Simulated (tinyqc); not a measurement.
Changing the doping gradient a: avalanche multiplication and breakdown of a junction from ionisation integrals. Computed by tinyqc, a small Python program. Command: `OMP_NUM_THREADS=1 python tinyqc.py 3026747 3026748 out.jsonl impact sweep`. One thread of a shared host (Intel(R) Xeon(R) Processor @ 2.30GHz), about 0.02 s of CPU time with the checks.

Ionisation coefficients follow the local field. Position x runs through the depletion layer from the p side (x = 0), where electrons enter, to the n side (x = w), where holes enter. The built-in voltage is neglected.

Inputs (values chosen for the exercise, modelled on diamond):

| quantity | value | unit |
|---|---|---|
| electron prefactor a_n | 1.95e+08 | 1/cm |
| electron field b_n | 7.6e+07 | V/cm |
| hole prefactor a_p | 5.36e+06 | 1/cm |
| hole field b_p | 1.42e+07 | V/cm |
| exponent c | 1 | - |
| permittivity eps | 5.7 | - |

Junction: linearly graded.

Constants: e = 1.602176634e-19 C; eps_0 = 8.8541878128e-12 F/m.

Method:
- alpha_n = a_n exp(-(b_n/F)^c), alpha_p = a_p exp(-(b_p/F)^c).
- Field F = F_m [1 - (2x/w - 1)^2], w = sqrt(8 eps eps_0 F_m/(e a)), V = (2/3) F_m w.
- With Phi(x) = int_0^x (alpha_n - alpha_p) dx': 1 - 1/M_n = I_n = int_0^w alpha_n exp(-Phi) dx and M_p = M_n exp(-Phi(w)); trapezoid rule on 401 even points; breakdown at I_n = 1.
- Solve I_n(F_m) = 1.

One run for each value:

| doping gradient a (1/cm^4) | breakdown voltage (V) | critical field F_m (MV/cm) | width at breakdown (micrometre) |
|---|---|---|---|
| 2.10e+19 | 3444.3 | 2.8123 | 18.371 |
| 6.60e+19 | 2200.9 | 3.0562 | 10.802 |
| 2.10e+20 | 1410.0 | 3.3406 | 6.331 |
| 6.60e+20 | 914.8 | 3.6671 | 3.742 |
| 2.10e+21 | 595.7 | 4.0521 | 2.205 |
| 6.60e+21 | 393.1 | 4.4988 | 1.311 |
| 2.10e+22 | 260.6 | 5.0306 | 0.777 |
| 6.60e+22 | 175.0 | 5.6520 | 0.465 |
| 2.10e+23 | 118.1 | 6.3951 | 0.277 |

What does the table show, and why?

Over the rows, breakdown voltage (V) falls from 3440 to 118 (exponent d ln y / d ln x -0.39 between the first rows and -0.34 between the last); critical field F_m (MV/cm) rises from 2.81 to 6.40 (exponent d ln y / d ln x 0.073 between the first rows and 0.11 between the last); width at breakdown (micrometre) falls from 18.4 to 0.277 (exponent d ln y / d ln x about -0.46 throughout). At the low end the exponent of breakdown voltage is -0.39, close to -0.40: the a^(-2/5) rule of graded junctions.
